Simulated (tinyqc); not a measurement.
Electron continuity equation in a given potential, Scharfetter-Gummel discretisation: one step of the calculation.

Steady state in one dimension: J = q mu n E + q D dn/dx with E = -dpsi/dx and D = mu Vt, dJ/dx = 0, fixed densities nL and nR at the ends. The potential is given, psi = U x/L, and is not changed by the electrons.

Task. Tridiagonal system for the inner nodes. Row i (1 to 7): B(-d_(i-1)) n_(i-1) + b_i n_i + B(d_i) n_(i+1) = f_i with b_i = -B(-d_i) - B(d_(i-1)) and f_i = 0; the known end values are moved to the right: f_1 loses B(-d_0) nL and f_7 loses B(d_7) nR. h = L/8, D = mu Vt.

Parameters, values chosen for the exercise; mobility close to that of silicon at room temperature:
- T = 450 K (temperature)
- mu = 1340 cm^2/(V s) (electron mobility)
- L = 12 um (length of the region)
- nL = 3e12 cm^-3 (density at x = 0)
- nR = 3.4e10 cm^-3 (density at x = L)

Constants: q = 1.602176634e-19 C, kB = 1.380649e-23 J/K, Vt = kB T/q. Results are converted to the units shown.

```
interval      B(d_i)    B(-d_i)
0         0.62717189  1.4975107
1         0.62717189  1.4975107
2         0.62717189  1.4975107
3         0.62717189  1.4975107
4         0.62717189  1.4975107
5         0.62717189  1.4975107
6         0.62717189  1.4975107
7         0.62717189  1.4975107
```

Find: diagonal b; right side f.

Result.

```
node  diagonal b  right side f (cm^-3)
1         -2.125             -4.493e12
2         -2.125                     0
3         -2.125                     0
4         -2.125                     0
5         -2.125                     0
6         -2.125                     0
7         -2.125             -2.132e10
```

Computed by the program tinyqc: `OMP_NUM_THREADS=1 python tinyqc.py 2220063 2220064 out.jsonl`, one thread of a shared Intel Xeon 2.30GHz, about 0.01 s for the whole run.
